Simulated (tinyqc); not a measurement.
# Error from band bending against le

In A the levels shift by pb (1 - z/W)^2 for z < W. The signal from depth z is weighted by exp(-z/le)/le, so the centroid shifts by pb [1 - 2/a + (2/a^2)(1 - exp(-a))], a = W/le, and the error of iA against its value at the interface is that less pb.

Values chosen for this exercise:
```
symbol  value  unit                             meaning
pb      -0.42     V  band bending in A at the interface
W          35    nm            width of the bent region
```

Error from band bending against le:
```
le (nm)	a	centroid shift (eV)	error (meV)
0.5	70.000	-0.40817	11.829
1.9	18.421	-0.37688	43.125
3.4	10.294	-0.34633	73.673
4.8	7.2917	-0.32059	99.412
6.2	5.6452	-0.29747	122.53
7.7	4.5455	-0.27542	144.58
9.1	3.8462	-0.25717	162.83
10.6	3.3019	-0.23981	180.19
12	2.9167	-0.22540	194.60
```

The size of the error rises from 11.8 to 195 meV; for large a it is 2 |pb|/a. It is below 50 meV, a typical accuracy of the method, in 2 of the 9 rows. Heavily doped substrates and deep-probing photons need the correction.

Numbers from tinyqc (`OMP_NUM_THREADS=1 python tinyqc.py 2410051 2410052 out.jsonl`; about 0.01 s on one thread of a shared Intel Xeon 2.30GHz).
